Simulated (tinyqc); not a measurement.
Worked calculation: Luttinger-Kohn k.p, four valence bands. One step of it, computed by the program tinyqc.

Task: Bloch Hamiltonian at k. P = c g1 k^2, Q = c g2 (kx^2 + ky^2 - 2 kz^2), R = c sqrt3 [-g2 (kx^2 - ky^2) + 2i g3 kx ky], S = 2 c sqrt3 g3 (kx - i ky) kz, c = hbar^2/2m = 3.809982 eV angstrom^2; rows [P+Q, -S, R, 0], [-S*, P-Q, 0, R], [R*, 0, P-Q, S], [0, R*, S*, P+Q]. The path ends lie at |k| = 0.05 1/angstrom.

Luttinger parameters chosen for this model; energies are counted downward from the top of the valence band:
```
parameter     value  unit
g1         6.570000
g2         1.930000
g3         3.090000
```

k point k (1/angstrom): -0.001000  0.021000  -0.014000

Give: H(k) at k.

Result:

H(k) at k (eV):
```
                3/2            1/2          -1/2          -3/2
3/2           0.016  -0.001-0.012i  0.006-0.001i         0.000
1/2   -0.001+0.012i          0.016         0.000  0.006-0.001i
-1/2   0.006+0.001i          0.000         0.016  0.001+0.012i
-3/2          0.000   0.006+0.001i  0.001-0.012i         0.016
```
